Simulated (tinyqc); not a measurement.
Worked calculation: plane-wave Kohn-Sham cycle with exchange-only LDA in a layered model solid. One step of it, computed by the program tinyqc.

Task: Iteration 2: Hamiltonian at one k. H(m,m') = (k + G_m)^2/2 delta + V(G_m - G_m'), with V(-G) = V(G).

A solid whose potential varies along x alone (atomic units):
```
parameter                      value
period a                   12.700000
cross-section of the cell  17.000000
electrons per cell                 2
grid points                       16
plane waves -n..n, n               3
k points                           4
V1 in V1 cos(2 pi x/a)     -0.480000
V2 in V2 cos(4 pi x/a)     -0.250000
```

V(G_m), m = 0, 1, 2, ... (hartree): -0.202696  -0.130994  -0.114086  0.000278  -0.000129  0.000219  0.000182

k = 0.125000 2 pi / a

Give: H.

Result:

H (hartree):
```
         -3       -2       -1       +0       +1       +2       +3
-3   0.8089  -0.1310  -0.1141   0.0003  -0.0001   0.0002   0.0002
-2  -0.1310   0.2276  -0.1310  -0.1141   0.0003  -0.0001   0.0002
-1  -0.1141  -0.1310  -0.1090  -0.1310  -0.1141   0.0003  -0.0001
+0   0.0003  -0.1141  -0.1310  -0.2008  -0.1310  -0.1141   0.0003
+1  -0.0001   0.0003  -0.1141  -0.1310  -0.0478  -0.1310  -0.1141
+2   0.0002  -0.0001   0.0003  -0.1141  -0.1310   0.3499  -0.1310
+3   0.0002   0.0002  -0.0001   0.0003  -0.1141  -0.1310   0.9925
```
